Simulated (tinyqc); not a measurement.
Standing waves and exposure in a photoresist film, step by step. Values are carried at full precision from step to step, so a last printed digit may differ when a step is redone from the rounded ones.

Normal incidence from air. Unexposed resist: N1 = n1 + i k1 with k1 = (A + B) lam/(4 pi), lam in micrometres. r01 = (1 - N1)/(1 + N1), t01 = 2/(1 + N1). Below the resist lie the layer Na = na + i ka and the substrate Ns = ns + i ks: r12 = (r1a + ras x)/(1 + r1a ras x), x = exp(4 pi i Na da/lam), r1a = (N1 - Na)/(N1 + Na), ras = (Na - Ns)/(Na + Ns). With p = exp(2 pi i N1 d/lam), the field at depth z is E(z) = t01 [exp(2 pi i N1 z/lam) + r12 p^2 exp(-2 pi i N1 z/lam)]/(1 + r01 r12 p^2), the relative intensity I(z) = n1 |E(z)|^2 and the reflectance R = |(r01 + r12 p^2)/(1 + r01 r12 p^2)|^2.

Values chosen for the exercise (a resist on Cu, indices near tabulated ones; the results hold for these values, not for the real material): lam = 248 nm (vacuum wavelength); n1 = 1.73 (resist index); A = 0.08 1/micrometre (bleachable absorption (Dill A)); B = 0.32 1/micrometre (fixed absorption (Dill B)); d = 259 nm (resist thickness); ns = 1.455 (substrate n); ks = 1.793 (substrate k); na = 1.747 (n of the bottom antireflection layer); ka = 0.402 (its k); da = 72 nm (its thickness); C = 0.026 cm^2/mJ (exposure rate (Dill C)); D = 30 mJ/cm^2 (incident dose); Ld = 30 nm (diffusion length of the post-exposure bake).

## Interface coefficients

Form N1, r01, t01 and r12.

N1 = 1.73000+0.00789i
r01 = -0.2674-0.0021i
t01 = 0.7326-0.0021i
r12 = -0.0445-0.1933i
|r12|^2 = 0.0393

Next to the bottom the intensity swings by a factor ((1 + |r12|)/(1 - |r12|))^2 = 2.23 between antinode and node; without the layer |r12|^2 would be 0.2437.

## Round trip and reflectance

Form p^2, the denominator and R; the period of the standing wave is lam/(2 n1).

p^2 = -0.6820-0.5897i
1 + r01 r12 p^2 = 1.0227-0.0421i
R = 0.1408
period = 71.68 nm

The film holds 3.61 periods.

## Intensity and exposure over the lowest period

Nine depths from d - period to d. Without bleaching during the exposure the share of unexposed compound is m = exp(-C D I).

Profile:

| z (nm) | I | m |
|---|---|---|
| 187.3 | 0.782 | 0.543 |
| 196.3 | 0.581 | 0.635 |
| 205.2 | 0.538 | 0.657 |
| 214.2 | 0.676 | 0.590 |
| 223.2 | 0.913 | 0.491 |
| 232.1 | 1.107 | 0.422 |
| 241.1 | 1.145 | 0.409 |
| 250.0 | 1.001 | 0.458 |
| 259.0 | 0.759 | 0.553 |

I runs from 0.538 to 1.145 on these points, so m runs from 0.409 to 0.657; the least exposed point listed lies 53.8 nm above the bottom.

## Smoothing by the bake

Gaussian diffusion of length Ld multiplies a cosine of period L by exp(-2 pi^2 Ld^2/L^2). Give that factor, and the Ld that leaves 10 %.

factor = 0.0315
Ld for 10 % = 24.48 nm

## Checks

- R against the transfer-matrix product: both 0.14084.

Program tinyqc; command `OMP_NUM_THREADS=1 python tinyqc.py 1680417 1680418 out.jsonl`; about 0.01 s on one thread of a shared Intel(R) Xeon(R) Processor @ 2.30GHz.
